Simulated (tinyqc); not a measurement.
CCSD on RHF in the sto-3g basis, for H6, spin multiplicity 1, step by step. One step of it, computed by the program tinyqc.

Problem. Orthogonalisation. S = U s U^T; symmetric (Loewdin) form X = U s^(-1/2) U^T, so that X^T S X = 1.

overlap S:
```
          1H 1s     2H 1s     3H 1s     4H 1s     5H 1s     6H 1s
1H 1s  1.000000  0.600201  0.093364  0.019089  0.000823  0.000073
2H 1s  0.600201  1.000000  0.332719  0.093204  0.006593  0.000821
3H 1s  0.093364  0.332719  1.000000  0.599560  0.093364  0.019089
4H 1s  0.019089  0.093204  0.599560  1.000000  0.333170  0.093364
5H 1s  0.000823  0.006593  0.093364  0.333170  1.000000  0.599560
6H 1s  0.000073  0.000821  0.019089  0.093364  0.599560  1.000000
```

Give: eigenvalues of S; X.

Solution.

eigenvalues of S: 0.262  0.359  0.496  1.248  1.636  1.999

X:
```
        1H 1s   2H 1s   3H 1s   4H 1s   5H 1s   6H 1s
1H 1s   1.193  -0.416   0.056  -0.015   0.002   0.000
2H 1s  -0.416   1.257  -0.242   0.058  -0.006   0.002
3H 1s   0.056  -0.242   1.264  -0.436   0.058  -0.015
4H 1s  -0.015   0.058  -0.436   1.264  -0.242   0.056
5H 1s   0.002  -0.006   0.058  -0.242   1.257  -0.415
6H 1s   0.000   0.002  -0.015   0.056  -0.415   1.192
```
